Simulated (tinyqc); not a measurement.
Double-gate transistor below threshold, two-dimensional Poisson equation on a small mesh: two steps of the calculation.

Half of a symmetric double-gate structure: row 0 is the mid-plane of the body, where the normal field vanishes. Mobile charge is neglected (subthreshold), the body is fully depleted, and potentials are counted from the intrinsic level; rows run upward to the gate, columns from source to drain.

Values chosen for this exercise:
- T = 350 K (temperature)
- Vbi = 0.55 V (potential of the source)

Constants: q = 1.602176634e-19 C, kB = 1.380649e-23 J/K, Vt = kB T/q. Results are converted to the units shown.

Problem 1. Over-relaxation sweep (omega = 1.5). Free nodes: rows 0..3, columns 1..4, taken row by row from row 0, left to right. t = (up psi(above) + dn psi(below) + lat [psi(left) + psi(right)] + s)/(up + dn + 2 lat), with the newest neighbours; psi(new) = psi + 1.5 (t - psi).

psi after iteration 1 (V):

|  | j=0 | j=1 | j=2 | j=3 | j=4 | j=5 |
|---|---|---|---|---|---|---|
| row 0 | 0.5500000 | 0.0579370 | 0.0315009 | 0.0300806 | 0.0848038 | 1.0500000 |
| row 1 | 0.5500000 | 0.0773888 | 0.0335910 | 0.0302491 | 0.1229713 | 1.0500000 |
| row 2 | 0.5500000 | 0.0795699 | 0.0340965 | 0.0303062 | 0.1272546 | 1.0500000 |
| row 3 | 0.2900000 | 0.0701642 | 0.0335843 | 0.0302761 | 0.1088033 | 0.5400000 |
| row 4 | 0.0300000 | 0.0300000 | 0.0300000 | 0.0300000 | 0.0300000 | 0.0300000 |

| row | up | dn | lat | s (V) |
|---|---|---|---|---|
| 0 | 58.32 | 0 | 2.25 | 0 |
| 1 | 58.32 | 58.32 | 4.5 | 0 |
| 2 | 64.8 | 58.32 | 2.875 | 0 |
| 3 | 64.8 | 64.8 | 1.25 | 0 |

Give: psi after iteration 2.

Solution 1.

psi after iteration 2 (V):

|  | j=0 | j=1 | j=2 | j=3 | j=4 | j=5 |
|---|---|---|---|---|---|---|
| row 0 | 0.5500 | 0.1100 | 0.0386 | 0.0337 | 0.1871 | 1.0500 |
| row 1 | 0.5500 | 0.1247 | 0.0421 | 0.0383 | 0.2158 | 1.0500 |
| row 2 | 0.5500 | 0.1173 | 0.0418 | 0.0394 | 0.2014 | 1.0500 |
| row 3 | 0.2900 | 0.0779 | 0.0376 | 0.0380 | 0.1241 | 0.5400 |
| row 4 | 0.0300 | 0.0300 | 0.0300 | 0.0300 | 0.0300 | 0.0300 |

Problem 2. Barrier, swing and barrier lowering. The barrier is read along row 0, the path farthest from the gate. Take the node j of lowest psi: barrier Vbi - psi_j; swing Vt ln 10/(d psi_j/dVg); DIBL = (d psi_j/dVd)/(d psi_j/dVg). The derivatives solve the same equations with s = 0 and a unit change of that voltage.

converged psi (V):

|  | j=0 | j=1 | j=2 | j=3 | j=4 | j=5 |
|---|---|---|---|---|---|---|
| row 0 | 0.5500000 | 0.1721160 | 0.0788647 | 0.1033871 | 0.3037381 | 1.0500000 |
| row 1 | 0.5500000 | 0.1611348 | 0.0743210 | 0.0966036 | 0.2826768 | 1.0500000 |
| row 2 | 0.5500000 | 0.1268471 | 0.0613593 | 0.0771819 | 0.2167658 | 1.0500000 |
| row 3 | 0.2900000 | 0.0801196 | 0.0460863 | 0.0542115 | 0.1266706 | 0.5400000 |
| row 4 | 0.0300000 | 0.0300000 | 0.0300000 | 0.0300000 | 0.0300000 | 0.0300000 |

d psi/dVg on row 0: j=0 0.00000000, j=1 0.72996487, j=2 0.92061571, j=3 0.92061571, j=4 0.72996487, j=5 0.00000000
d psi/dVd on row 0: j=0 0.0000000, j=1 0.0033954, j=2 0.0151697, j=3 0.0642145, j=4 0.2666397, j=5 1.0000000

Wanted: j; barrier; swing; DIBL.

Solution 2.

j = 2
barrier = 0.47114 V
swing = 75.436 mV/decade
DIBL = 16.478 mV/V

tinyqc, about 0.2 s, one thread, Intel Xeon 2.30GHz (shared host): `OMP_NUM_THREADS=1 python tinyqc.py 2480118 2480119 out.jsonl`
